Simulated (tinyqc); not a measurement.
Input admittance of a MOSFET at zero drain bias: distributed channel and distributed gate: two steps of the calculation.

Source and drain grounded, strong inversion, w = 2 pi f, Cox = eps0 eox/tox. The channel is an RC line of resistance 1/(mu Cox Vo) per square fed from both ends, so one finger has the intrinsic admittance y = i w Cox L tanh(g)/g per width, g = (1/2) sqrt(i w tau), tau = L^2/(mu Vo). The vertical resistance rv/L is in series with y, the overlaps 2 i w Cov in parallel: y_t = 1/(1/y + rv/L) + 2 i w Cov. The gate strip is a line of Rsh/L per length loaded by y_t, so a finger has Y = y_t Wf tanh(k)/k, k = (Wf/sd) sqrt(y_t Rsh/L); the device has Nf Y.

Values chosen for this exercise; values of the order met in silicon radio-frequency transistors:
- eox = 3.9 (relative permittivity of the gate insulator (close to silicon dioxide))
- tox = 2.2 nm (insulator thickness)
- L = 0.47 um (channel length)
- Wf = 12 um (finger width)
- Nf = 1 (number of fingers)
- mu = 120 cm^2/(V s) (channel mobility)
- Vo = 0.37 V (gate overdrive)
- Rsh = 3.9 ohm/square (sheet resistance of the gate)
- rv = 2.7 ohm um^2 (vertical resistivity of the gate stack)
- sd = 1 (number of ends at which a finger is contacted)
- Cov = 0.19 fF/um (overlap and fringe capacitance on each side)
- f = 1.5 GHz (frequency)

Constants: eps0 = 8.8541878128e-14 F/cm where lengths are in cm. Results are converted to the units shown.

Problem 1. Admittance of the channel and stack per width. tau, g, c = Cox L, y and y_t as defined.

Give: tau; g; c; y; y_t.

Solution 1.

tau = 49.752 ps
g = 0.24210+0.24210i
c = 7.3771 fF/um
y = 2.711+69.401i uS/um
y_t = 2.738+72.980i uS/um

w tau = 0.469, and Im y is 0.998 of w c.

Problem 2. Input impedance of the device. k and Y as defined; Z = 1/(Nf Y) = R + 1/(i w C); Q = |Im Z|/R; signal at the point farthest from a contact |1/cosh k|.

y_t = 2.738423+72.980121i uS/um

Wanted: k; Nf Y; R; C; Q; signal at the far point.

Solution 2.

k = 0.2128+0.2049i
Nf Y = 0.0582+0.8730i mS
R = 75.97 ohm
C = 93.04 fF
Q = 15.01
signal at the far point = 0.9977

Computed by the program tinyqc: `OMP_NUM_THREADS=1 python tinyqc.py 2262182 2262183 out.jsonl`, one thread of a shared Intel Xeon 2.30GHz, about 0.01 s for the whole run.
